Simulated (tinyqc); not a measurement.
Worked calculation: k.p theory built from an empirical-pseudopotential calculation at Gamma. Values are carried at full precision from step to step, so a last printed digit may differ when a step is redone from the rounded ones.

Empirical pseudopotential on the fcc lattice, atoms at +/- tau, tau = a (1,1,1)/8, no spin-orbit coupling. H(G,G') = c (2 pi/a)^2 |k + G|^2 delta + VS(q) cos(q.tau) + i VA(q) sin(q.tau), q = G - G', c = hbar^2/2m0; k and G in units of 2 pi/a; VS at |q|^2 = 3, 8, 11 and VA at 3, 4, 11, in rydberg, zero elsewhere. The basis is fixed: all 65 G with |G|^2 up to Gcut. Energies are counted from the fourth level at Gamma.

Constants: hbar^2/2m0 = 3.80998211 eV angstrom^2; Ry = 13.60569312 eV.

Parameters, chosen for this exercise (near those of GaAs; shifted at random, so the results belong to these values and not to a real crystal): a = 5.648 angstrom (lattice constant); VS = (-0.224, 0.011, 0.059) Ry (symmetric form factors); VA = (0.069, 0.052, 0.01) Ry (antisymmetric form factors); Gcut = 16 (2 pi/a)^2 (largest |G|^2 of the fixed basis).

## Levels at Gamma

Diagonalise H at k = 0 and group equal levels.

Multiplets at Gamma:
```
multiplet  degeneracy    E (eV)
1                   1  -12.2691
2                   3    0.0000
3                   1    1.4142
4                   3    4.3512
5                   1    7.9333
6                   2    8.5503
7                   3   12.5484
8                   1   14.0044
9                   3   27.0129
```

The lowest empty multiplet is a singlet at 1.414 eV; the lowest empty singlet (s-like) is multiplet 3.

## Mass of the s-like conduction level (multiplet 3)

For a multiplet A of d_A states, W(B) = (4 c/(3 d_A)) sum over n in A, m in B and i = x, y, z of |<n|G_i|m>|^2 (G in 1/angstrom, <n|G_i|m> = sum_G c_n(G)* G_i c_m(G)); the mean inverse mass of A is 1 + sum_B W(B)/(E_A - E_B). Multiplets with W = 0 are left out.

List the couplings (the first eight at most); W to the valence triplet is the Kane energy Ep.

Couplings:
```
multiplet B  degeneracy  E_B (eV)   W (eV)  W/(E_A - E_B)
2                     3    0.0000  18.2321        12.8921
4                     3    4.3512   0.0022        -0.0007
7                     3   12.5484   0.1921        -0.0173
10                    3   27.5340   0.3540        -0.0136
12                    3   28.1687   0.2191        -0.0082
15                    3   41.2518   0.0255        -0.0006
17                    3   42.0649   0.0005         0.0000
19                    3   42.9108   0.0110        -0.0003
```

sum over the higher multiplets = -0.0013
1/m = 13.8502

Ep = 18.23 eV. The valence triplet gives 12.89, all other levels together -0.04; m = 0.0722, against 0.0720 for two levels alone.

## Valence parameters

Fold all other levels onto the valence triplet: D(u) = c + 4 c^2 sum_m <n|u.G|m><m|u.G|n'>/(0 - E_m), in units of c. Along [100] its eigenvalues are L (once) and M (twice); along [111] (L + 2M + 2N)/3 (once) and (L + 2M - N)/3 (twice). Then g1 = -(L + 2M)/3, g2 = -(L - M)/6, g3 = -N/6.

eigenvalues along [100]: -13.380  -2.281  -2.281

eigenvalues along [111]: -16.060  -0.941  -0.941

L, M, N: -13.380  -2.281  -15.119

g1, g2, g3: 5.980  1.850  2.520

With spin-orbit coupling added at fixed g1, g2, g3 and large against the hole energy these give heavy and light masses along [100] of 0.438 and 0.103. The s-like level alone adds Ep/(3E) = 4.30 to g1. Local form factors fix Ep and the gap only roughly, so these values can lie far from measured ones.

## Checks

- 1/m of the s-like level from the sum against the curvature of the band: both 13.85.
- L and M against the curvatures along [100]: largest relative difference 1.9e-06.

Run: tinyqc, `OMP_NUM_THREADS=1 python tinyqc.py 1081305 1081306 out.jsonl`; Intel(R) Xeon(R) Processor @ 2.30GHz, one thread, shared host; about 0.3 s of CPU time with all checks.
